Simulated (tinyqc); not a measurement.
Drifting, spreading and decaying minority pulse (Haynes-Shockley), Crank-Nicolson time steps: two steps of the calculation.

Low injection in a uniform field: dn/dt = D d2n/dx2 - v dn/dx - n/tau with D = mu Vt and v = mu F towards +x. Exact solution on an infinite bar for a Gaussian start at x0: n = N0 exp(-t/tau) exp(-(x - x0 - v t)^2/(2 s^2))/sqrt(2 pi s^2), s^2 = s0^2 + 2 D t.

Values chosen for this exercise; mobility close to that of germanium at room temperature: temperature T = 250 K; minority-carrier mobility mu = 1870 cm^2/(V s); sweep field along the drift F = 8.1 V/cm; mesh step hx = 79 um; lifetime tau = 7e-6 s; time step dt = 1.1e-6 s.

Constants: q = 1.602176634e-19 C, kB = 1.380649e-23 J/K, Vt = kB T/q. Results are converted to the units shown.

Problem 1. Coefficients of the scheme. Exponentially fitted fluxes: d = F hx/Vt, B(d) = d/(exp(d) - 1), k = D dt/hx^2; (L n)_i = a n_(i-1) + b n_i + c n_(i+1) with a = k B(-d), c = k B(d), b = -a - c - dt/tau. Explicit steps keep n positive for dt up to 1/[(D/hx^2)(B(d) + B(-d)) + 1/tau].

Find: D; v; d; a; b; c; positivity limit of dt.

Solution 1.

D = 40.286 cm^2/s
v = 15147 cm/s
d = 2.9703
a = 2.2231
b = -2.4943
c = 0.11402
positivity limit of dt = 4.4101e-7 s

Problem 2. Densities after a time step. (L n)_i = a n_(i-1) + b n_i + c n_(i+1), n = 0 beyond the ends. Crank-Nicolson step: solve n(new) - L n(new)/2 = n + L n/2.

a = 2.2230947
b = -2.4942563
c = 0.11401877
n at t = 0, node 1 to 9 (in units of 1e13 cm^-3): [0.0530315, 0.3100316, 0.8943945, 1.2732200, 0.8943945, 0.3100316, 0.0530315, 0.0044762, 0.0001864]

Find: n at t = 1 dt.

Solution 2.

n at t = 1 dt, node 1 to 9 (in units of 1e12 cm^-3): [0.0251, 0.1877, 1.0666, 3.9702, 7.5593, 7.9753, 5.4979, 3.0154, 1.5135]

Numbers from tinyqc (`OMP_NUM_THREADS=1 python tinyqc.py 2310105 2310106 out.jsonl`; about 0.01 s on one thread of a shared Intel Xeon 2.30GHz).
